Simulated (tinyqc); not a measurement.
From results to parameters: two-site tight-binding chain. Computed by the program tinyqc.

Problem. A two-site chain has site energies +delta (A) and -delta (B) and hoppings t1 > t2 > 0, so E = +/- sqrt(delta^2 + |t1 + t2 exp(-ika)|^2). Find delta, t1 and t2.

upper band at k = 0 = 3.723238 eV
upper band at the zone edge = 1.453307 eV
weight of the upper band on site A at the zone edge = 0.981660

Solution. The weight on A is (1 + delta/E)/2, which gives delta; then t1 + t2 = sqrt(E(0)^2 - delta^2) and t1 - t2 = sqrt(E(edge)^2 - delta^2).

delta, t1, t2 (eV): 1.400  1.920  1.530
